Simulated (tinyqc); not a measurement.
Thermal, flicker and telegraph noise of a field-effect transistor: one step, computed by the program tinyqc. Command: `OMP_NUM_THREADS=1 python tinyqc.py 3009626 3009627 out.jsonl noise walk`. One thread of a shared host (Intel(R) Xeon(R) Processor @ 2.30GHz), about 0.01 s of CPU time with the checks.

Strong inversion, threshold roll-off and channel-length modulation left out; noise sources are uncorrelated and are given as one-sided spectral densities. The drain voltage is 50 mV.

Problem. How many traps? Active traps per decade of time constant: N_dec = N_t k_B T W L lambda ln(10); a single trap at the interface shifts the threshold by e/(W L C_ox) and the current by g_m times that; tunnelling depth for frequency f, z = lambda ln(1/(2 pi f tau_0)), tau_0 = 1e-10 s.

Inputs (values chosen for the exercise, modelled on a silicon n-channel):
```
quantity                  value         unit
width W                     4.9   micrometre
length L                    520           nm
oxide trap density N_t  3.2e+18  1/(eV cm^3)
frequency f               20000           Hz
temperature T               300            K
```

Operating region: linear. Flicker model: number fluctuation.

tunnelling length lambda = 1.201322 angstrom

C_ox = 0.7047211 microfarad/cm^2

g_m = 109.5706 microsiemens

drain current I = 72.31658 microampere

Constants: k_B = 8.617333262e-05 eV/K; e = 1.602176634e-19 C.

Give: traps per decade; threshold step of one trap; current step of one trap; depth probed at f.

Solution.

traps per decade = 58.31

threshold step of one trap = 0.008923 mV

current step of one trap = 0.001352 %

depth probed at f = 1.356 nm

With several traps per decade their Lorentzians merge into 1/f.
